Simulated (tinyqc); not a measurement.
Order against temperature: mean-field antiferromagnet of the Hubbard model on the square lattice.

e(k) = -2 t (cx + cy) - 4 t2 cx cy, ci = cos ki; one electron a site; Q = (pi, pi). <n_up - n_dn> = m cos(Q.R) gives Delta = U m/2 and bands E = e+ -/+ sqrt(e-^2 + Delta^2), e+- = (e(k) +- e(k + Q))/2 (the constant U/2 is dropped). Means run over the mesh k_i = 2 pi (j + 1/2)/N of the whole zone: mu from mean(f(E-) + f(E+)) = 1; m(out) = mean of Delta (f(E-) - f(E+))/sqrt(e-^2 + Delta^2); free energy per site F = -kT mean[ln(1 + exp(-(E- - mu)/kT)) + ln(1 + exp(-(E+ - mu)/kT))] + mu + U m^2/4. Order at T > 0 in two dimensions is an artefact of mean field.

Constants: kB = 8.617333262e-05 eV/K.

Inputs chosen for the exercise: t = 0.87 eV (nearest hopping); t2 = 0 eV (second hopping); U = 9.22 eV (on-site repulsion).

Mesh N = 48, start m = 0.9, at most 400 steps; Delta(50 K) = 4.3103 eV.

Results:
```
T (K)  kT/Delta(50 K)      m  Delta (eV)
2500            0.050  0.935      4.3103
7500            0.150  0.933      4.3015
12500           0.250  0.900      4.1508
17510           0.350  0.790      3.6419
21010           0.420  0.635      2.9254
24010           0.480  0.387      1.7843
27010           0.540  0.000      0.0000
30010           0.600  0.000      0.0000
35010           0.700  0.000      0.0000
```

How do the results move, and what explains it?

The moment is below 0.02 from 27010 K on (kT/Delta = 0.54); close to the transition 400 steps may not suffice, so a small m in the row before can be unconverged. Weak-coupling theory puts the transition at 0.567 and the atomic limit at 0.5. At U/t = 10.6 this scale marks the loss of local moments, while order between them is lost on the scale J = 4 t^2/U = 3811 K. In two dimensions fluctuations forbid long-range order at any finite T, which mean field misses.

Program tinyqc; command `OMP_NUM_THREADS=1 python tinyqc.py 1651131 1651132 out.jsonl`; about 0.1 s on one thread of a shared Intel(R) Xeon(R) Processor @ 2.30GHz.
